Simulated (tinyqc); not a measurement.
# Worked calculation: internal photoemission over an interface barrier

Program tinyqc, `OMP_NUM_THREADS=1 python tinyqc.py 2410110 2410111 out.jsonl`; Intel Xeon 2.30GHz, shared host, one thread, about 0.01 s. Printed values are rounded.

Electrons are excited from the valence band of a semiconductor over the barrier Phi(F) = P0 - sqrt(q F/(4 pi eps0 ei)), whose top lies at xm = sqrt(q/(16 pi eps0 ei F)). The yield is Y = A (hv - Phi)^p exp(-xm/l), with A = 1 here.

Inputs (values chosen for the exercise); dielectric values close to those of aluminium oxide:
- P0 = 4.21 eV (barrier at zero field)
- ei = 3.38 (image-force permittivity)
- l = 1.1 nm (scattering length in the image well)
- F = 2.1 MV/cm (field in the dielectric)

Constants: q = 1.602176634e-19 C, h = 6.62607015e-34 J s, c = 299792458 m/s, eps0 = 8.8541878128e-14 F/cm where lengths are in cm. Results are converted to the units shown.

## Barrier in the field

Lowering P0 - Phi, barrier, position of its top, scattering factor and threshold wavelength.

lowering = 299.107 meV
Phi = 3.91089 eV
xm = 0.712161 nm
exp(-xm/l) = 0.523395
threshold wavelength h c/(q Phi) = 317.023 nm

## Threshold from a spectrum

| point | hv (eV) | Y |
|---|---|---|
| 0 | 4.06 | 0.001723 |
| 1 | 4.19 | 0.01148 |
| 2 | 4.32 | 0.03594 |
| 3 | 4.45 | 0.08055 |
| 4 | 4.58 | 0.1563 |
| 5 | 4.71 | 0.27 |

The yields were made at this field with a scatter of 1 %. Fit Y^(1/n) on hv by least squares for n = 2 and n = 3; the zero of the line is the threshold.

| point | Y^(1/2) | Y^(1/3) |
|---|---|---|
| 0 | 0.0415090 | 0.119884 |
| 1 | 0.107145 | 0.225587 |
| 2 | 0.189578 | 0.330009 |
| 3 | 0.283813 | 0.431872 |
| 4 | 0.395348 | 0.538666 |
| 5 | 0.519615 | 0.646330 |

threshold for n = 2 = 4.03701 eV
threshold for n = 3 = 3.91176 eV

The right exponent, 3, gives 3.912 eV against Phi = 3.911 eV; the wrong one is off by 126 meV.
